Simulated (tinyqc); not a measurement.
# Trench capacitor in an array: capacitance, non-linearity, leakage and relaxation: what changes with what

A film between two metal electrodes, each interface adding a series capacitance ci. The small-signal permittivity is ek (1 + aq E^2); the field is found with the linear permittivity. Leakage J = J0 sinh(E/Ef). After a voltage step the film passes a relaxation current kr C V tt^(-nr), tt being the time in seconds. The sidewall is a coaxial capacitor with radii a = dm/2 - t and b = dm/2, depth AR dm; the end face is left out.

Values chosen for this exercise; permittivity of the order of that of strontium titanate:
- ek = 153 (relative permittivity of the film)
- t = 16 nm (film thickness)
- ci = 1000 uF/cm^2 (capacitance of each electrode interface (dead layer and screening))
- aq = -0.036 cm^2/MV^2 (quadratic field coefficient of the permittivity)
- V = 1.1 V (bias)
- nr = 0.927 (exponent of the relaxation current)
- kr = 0.0076 (strength of the relaxation)
- J0 = 4.9e-10 A/cm^2 (leakage prefactor)
- Ef = 0.18 MV/cm (field for an e-fold rise of the leakage)
- dm = 77 nm (diameter of the hole)
- pt = 160 nm (pitch of the square array)
- rho = 110 uohm cm (resistivity of the inner electrode)
- t0 = 1e-7 s (duration of the write pulse)

Constants: eps0 = 8.8541878128e-14 F/cm where lengths are in cm. Results are converted to the units shown.

Each table varies one quantity; the others keep the values above.

## Capacitance, non-linearity and leakage against thickness

Planar film: Cf = eps0 ek/t, 1/C = 1/Cf + 2/ci, EOT = 3.9 eps0/C, effective permittivity C t/eps0, E = (V/t) C/Cf; quadratic coefficient [C(V)/C - 1]/V^2 with Cf (1 + aq E^2) in C(V).

Capacitance, non-linearity and leakage against thickness:
```
t (nm)  C (uF/cm^2)  EOT (nm)  effective permittivity  E (MV/cm)  quadratic coefficient (ppm/V^2)  J (A/cm^2)
5.7           22.69    0.1522                   146.1      1.842                         -9.693e4    6.824e-6
7.6           17.21    0.2006                   147.7      1.398                         -5.625e4    5.769e-7
10            13.19    0.2618                   149.0      1.071                         -3.326e4    9.401e-8
14            9.493    0.3638                   150.1     0.7708                         -1.735e4    1.773e-8
18            7.414    0.4657                   150.7     0.6020                         -1.063e4    6.938e-9
25            5.361    0.6442                   151.4     0.4353                            -5577    2.729e-9
33            4.072    0.8481                   151.8     0.3306                            -3226    1.499e-9
45            2.992     1.154                   152.1     0.2430                            -1746   8.815e-10
60            2.248     1.536                   152.3     0.1825                           -986.6   5.864e-10
```

What does the table show?

C falls from 22.7 to 2.25 uF/cm^2 while the effective permittivity goes from 146 to 152 (ek = 153). EOT is a straight line in t with slope 3.9/ek = 0.0255 and intercept 0.00691 nm. The quadratic coefficient goes as t^(-1.89) between the first two rows and t^(-1.98) between the last two (-2 without interfaces), and J falls by 4.07 decades.

## Cell against the aspect ratio

Per length 1/c = ln(b/a)/(2 pi eps0 ek) + (1/a + 1/b)/(2 pi ci); cell capacitance c AR dm; per footprint over pt^2; fields c V/(2 pi eps0 ek r) at r = a and b; resistance of the inner electrode rho AR dm/(pi a^2); time constant R C/3 of the distributed line.

The same in every row: field at a (MV/cm) = 0.8943; field at b (MV/cm) = 0.5226.

Cell against the aspect ratio:
```
AR   cell capacitance (fF)  per footprint (uF/cm^2)  R (kohm)  R C/3 (ps)
5                    5.994                    23.42    0.2663      0.5321
10                   11.99                    46.83    0.5326       2.128
20                   23.98                    93.66     1.065       8.513
30                   35.97                    140.5     1.598       19.15
50                   59.94                    234.2     2.663       53.21
70                   83.92                    327.8     3.728       104.3
100                  119.9                    468.3     5.326       212.8
```

What does the table show?

As AR goes from 5 to 100, the cell capacitance rises from 5.99 to 120 fF, the capacitance per footprint rises from 23.4 to 468 uF/cm^2, the ratio of the two fields stays at 1.71 and R C/3 rises from 0.532 to 213 ps; the time constant goes as AR^(2.00) between the first two rows and AR^(2.00) between the last two.

## Charge lost after writing

Planar film: Cf = eps0 ek/t, 1/C = 1/Cf + 2/ci, EOT = 3.9 eps0/C, effective permittivity C t/eps0, E = (V/t) C/Cf. A capacitor written for t0 and then left open loses, as a share of C V, kr (tt^(1 - nr) - t0^(1 - nr))/(1 - nr) by relaxation and J tt/(C V) by leakage; both are taken as small, and rows far outside that range are left out.

The same in every row: leakage current (nA/cm^2) = 10.47.

Charge lost after writing:
```
tt (s)  relaxation current (nA/cm^2)  loss by relaxation (%)  loss by leakage (%)  total loss (%)
1e-6                         2.539e7                  0.5875             1.144e-7          0.5875
1e-5                         3.004e6                   1.283             1.144e-6           1.283
0.0001                       3.553e5                   2.105             1.144e-5           2.105
0.001                        4.204e4                   3.078             1.144e-4           3.078
0.01                            4973                   4.229             0.001144           4.230
0.1                            588.3                   5.590              0.01144           5.602
1                              69.60                   7.201               0.1144           7.315
10                             8.234                   9.107                1.144           10.25
```

The two currents are equal at tt = 7.72 s. The loss by relaxation grows from 0.588 to 9.11 %, by 0.695 points over the first decade and 1.91 over the last, while the loss by leakage grows tenfold a decade. Relaxation is the larger loss in every row.

tinyqc, about 0.01 s, one thread, Intel Xeon 2.30GHz (shared host): `OMP_NUM_THREADS=1 python tinyqc.py 2102015 2102016 out.jsonl`
